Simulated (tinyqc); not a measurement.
Uniformly doped HEMT, charge control: one step of the calculation.

A two-dimensional electron gas of density ns under a barrier. EF and the subbands are counted from the conduction-band edge of the channel at the interface. Two subbands of a triangular well with an infinite wall, parabolic band, no carriers in the barrier.

Question. Barrier and off voltage. Fully depleted barrier with eb = ebr: Vp = q ND (d - ds)^2/(2 eps0 eb); donors per area ND (d - ds); Voff = phiB - dEc - Vp.

Parameters, values chosen for the exercise; material values close to those of InGaP on GaAs:

| symbol | value | unit | meaning |
|---|---|---|---|
| d | 30 | nm | barrier thickness from gate to channel |
| ds | 3 | nm | undoped spacer next to the channel |
| ebr | 11.8 |  | relative permittivity of the barrier |
| phiB | 0.961 | eV | barrier height of the gate |
| dEc | 0.127 | eV | conduction-band offset |
| ND | 5.1e17 | cm^-3 | donor density of the doped part |

Constants: q = 1.602176634e-19 C, eps0 = 8.8541878128e-14 F/cm where lengths are in cm. Results are converted to the units shown.

Wanted: Vp; donors per area; eb; Voff.

Answer.

Vp = 0.2851 V
donors per area = 1.377e12 cm^-2
eb = 11.80
Voff = 0.5489 V

Program tinyqc, `OMP_NUM_THREADS=1 python tinyqc.py 2180133 2180134 out.jsonl`; Intel Xeon 2.30GHz, shared host, one thread, about 0.01 s.
